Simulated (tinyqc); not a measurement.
Velocity against field: two-valley model of the transferred-electron effect. Computed by tinyqc, a small Python program. Command: `OMP_NUM_THREADS=1 python tinyqc.py 3002134 3002135 out.jsonl gunn walk`. One thread of a shared host (Intel(R) Xeon(R) Processor @ 2.30GHz), about 0.01 s of CPU time with the checks.

Both kinds of valley share one electron temperature T_e, and each has a constant mobility.

Inputs (values chosen for the exercise, modelled on GaN): central-valley mass m1 = 0.2 m_0; satellite-valley mass m2 = 0.48 m_0; satellite valleys Z = 6; valley separation dE = 1.3 eV; central-valley mobility mu1 = 960 cm^2/(V s); satellite-valley mobility mu2 = 54 cm^2/(V s); energy relaxation time tau_E = 0.088 ps; lattice temperature T = 500 K; electric field F = 31 kV/cm.

Solver: bisection.

Constants: k_B = 8.617333262e-05 eV/K.

Method. Density-of-states ratio R = Z (m2/m1)^(3/2); n2/n1 = R exp(-dE/(k_B T_e)); mean mobility mu = (mu1 + mu2 n2/n1)/(1 + n2/n1); energy balance e mu F^2 = (3/2) k_B (T_e - T)/tau_E; v = mu F.

low-field mobility = 960 cm^2/(V s)

R = 22.3084

The curve:
```
F (kV/cm)  T_e (K)  share in the satellites (%)  v (1e7 cm/s)  low-field line (1e7 cm/s)
3.1            506                   2.5562e-10        0.2976                     0.2976
7.8            540                   1.6231e-09        0.7488                     0.7488
16.0           667                   3.3917e-07        1.5360                     1.5360
22.0           816                   2.1019e-05        2.1120                     2.1120
31.0          1128                   3.4713e-03        2.9759                     2.9760
43.0          1705                   3.1915e-01        4.1156                     4.1280
62.0          2795                   9.1721e+00        5.4368                     5.9520
93.0          4163                   3.7304e+01        5.7848                     8.9280
160.0         6451                   6.8273e+01        5.4631                    15.3600
310.0        12059                   8.6459e+01        5.4770                    29.7600
```

What follows from these numbers?

v falls between 93 and 160 kV/cm, while the share in the slow valleys goes from 37 to 68 %: transfer outruns the rise of the field. With constant mobilities n2/n1 tends to R and v ends on the line (mu1 + R mu2) F/(1 + R), a mobility of 92.9; real satellites saturate instead. Rows with T_e above 3000 K lie outside the range of a Maxwellian in parabolic valleys.

Extremes, crossings and ranges named in words are read from the listed rows.
